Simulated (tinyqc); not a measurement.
Planar metal-insulator-metal capacitor: capacitance, non-linearity, leakage and relaxation: one step of the calculation.

A film between two metal electrodes, each interface adding a series capacitance ci. The small-signal permittivity is ek (1 + aq E^2); the field is found with the linear permittivity. Leakage J = J0 sinh(E/Ef). After a voltage step the film passes a relaxation current kr C V tt^(-nr), tt being the time in seconds.

Task. Planar capacitance, field and non-linearity. Planar film: Cf = eps0 ek/t, 1/C = 1/Cf + 2/ci, EOT = 3.9 eps0/C, effective permittivity C t/eps0, E = (V/t) C/Cf; quadratic coefficient [C(V)/C - 1]/V^2 with Cf (1 + aq E^2) in C(V).

Inputs (values chosen for the exercise); permittivity of the order of that of silicon nitride:

| symbol | value | unit | meaning |
|---|---|---|---|
| ek | 6.76 |  | relative permittivity of the film |
| t | 12 | nm | film thickness |
| ci | 1000 | uF/cm^2 | capacitance of each electrode interface (dead layer and screening) |
| aq | 0.0016 | cm^2/MV^2 | quadratic field coefficient of the permittivity |
| V | 0.7 | V | bias |
| J0 | 5e-10 | A/cm^2 | leakage prefactor |
| Ef | 0.37 | MV/cm | field for an e-fold rise of the leakage |

Constants: eps0 = 8.8541878128e-14 F/cm where lengths are in cm. Results are converted to the units shown.

Wanted: Cf; C; EOT; effective permittivity; E; quadratic coefficient; J.

Result.

Cf = 0.4988 uF/cm^2
C = 0.4983 uF/cm^2
EOT = 6.930 nm
effective permittivity = 6.753
E = 0.5828 MV/cm
quadratic coefficient = 1108 ppm/V^2
J = 1.156e-9 A/cm^2

The interfaces take 0.0997 % of the voltage.

Numbers from tinyqc (`OMP_NUM_THREADS=1 python tinyqc.py 2102026 2102027 out.jsonl`; about 0.01 s on one thread of a shared Intel Xeon 2.30GHz).
